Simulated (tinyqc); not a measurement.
Inside a calculation: Kronig-Penney superlattice by transfer matrices. Values are carried at full precision from step to step, so a last printed digit may differ when a step is redone from the rounded ones.

Wells (width a, potential 0, mass mw) alternate with barriers (width b, height V0, mass mb); period d = a + b; c = hbar^2/2m0. The vector (psi, psi'/m) is continuous, and a layer of thickness t carries it by M = [[cos kt, (m/k) sin kt], [-(k/m) sin kt, cos kt]] with k = sqrt(m (E - V)/c); for E < V, k = i kappa gives [[cosh, (m/kappa) sinh], [(kappa/m) sinh, cosh]] of kappa t. A Bloch state obeys cos(q d) = tr(Mb Mw)/2.

Constants: hbar^2/2m0 = 3.80998211 eV angstrom^2; hbar = 6.58211957e-16 eV s.

Values chosen for the exercise (near those of a GaAs superlattice with barriers of AlGaAs; not measured data):
- a = 80 angstrom (well width)
- b = 22 angstrom (barrier width)
- V0 = 0.178 eV (barrier height)
- mw = 0.0653 m0 (mass in the wells)
- mb = 0.0853 m0 (mass in the barriers)
- E = 0.1973 eV (trial energy)
- F = 2 kV/cm (field along the axis)

## Layer matrices at one energy

Form the matrix of the well and of the barrier at E.

k in the well = 0.05815 1/angstrom
k in the barrier = 0.02079 1/angstrom

Mw (angstrom units):
```
           1          2
1  -0.060257    -1.1209
2    0.88891  -0.060257
```

Mb (angstrom units):
```
          1        2
1   0.89724   1.8119
2  -0.10760  0.89724
```

## The matrix of one period

Multiply M = Mb Mw and take half the trace. If its size is at most 1, E lies in a miniband and q d = arccos(tr M/2); otherwise the state decays by exp(-arccosh|tr M/2|) a period.

M:
```
         1         2
1   1.5565   -1.1149
2  0.80405  0.066543
```

tr M/2 = 0.8115
q d in a band, or the decay exponent in a gap = 0.624

E lies in a miniband; det M = 1.0000, as for any such product.

## Miniband edges

The edges are the energies where tr M/2 = +1 (q = 0) or -1 (q = pi/d); the first three minibands.

Minibands:
```
band  bottom (eV)  top (eV)  width (meV)
1          0.0271    0.0526         25.5
2          0.1185    0.2121         93.6
3          0.2899    0.4827        192.8
```

1 miniband of these lies wholly below V0. The first gap is 66.0 meV wide; the single well of width a has E1 = 0.0386 eV, inside the first miniband.

## Dispersion along the axis

Solve tr M/2 = cos(q d) inside each miniband at q d/pi = 0, 1/6, ..., 1. The cosine form is E_bottom + (W/2)(1 - cos q d) with the true width W.

Energies (eV):
```
q d/pi  band 1  cosine form  band 2
0.000   0.0271       0.0271  0.2121
0.167   0.0282       0.0288  0.2011
0.333   0.0316       0.0335  0.1795
0.500   0.0370       0.0398  0.1573
0.667   0.0436       0.0462  0.1380
0.833   0.0498       0.0508  0.1239
1.000   0.0526       0.0526  0.1185
```

The cosine form, which holds for hopping between neighbouring wells alone, misses band 1 by at most 2.8 meV, 11 % of its width.

## Mass along the axis

With f(E) = tr M/2, 1 - (q d)^2/2 = 1 + f'(E_bottom)(E - E_bottom) gives m_z = -2 c f'/d^2 (f' by a central difference of 1e-6 eV at the bottom of band 1). The cosine form gives 4 c/(W d^2), W the width of band 1 between tr M/2 = +1 and -1.

f' = -118.0 1/eV
m_z = 0.08643 m0
m_z of the cosine form = 0.05752 m0
W = 25.47 meV

The mass along the axis is 1.32 times mw.

## In a field along the axis

One-band picture: ladder spacing e F d, Bloch frequency e F d/(2 pi hbar), and extent W/(e F) of a Stark state, with W the width of band 1; 1 kV/cm = 1e-5 V/angstrom.

e F d = 2.040 meV
Bloch frequency = 0.493 THz
W/(e F d) = 12.48 periods

The state spreads over about 12 periods.

## Checks

- Bottom of band 1 from 121 plane waves (the mass step taken by inverting the matrix of m) against the transfer matrix, eV: both 0.0271.

Computed by tinyqc, a small Python program: `OMP_NUM_THREADS=1 python tinyqc.py 1252605 1252606 out.jsonl` (the numbers bound the seed that draws the inputs); one thread of a shared host (Intel(R) Xeon(R) Processor @ 2.30GHz), about 0.1 s for the whole set of steps.
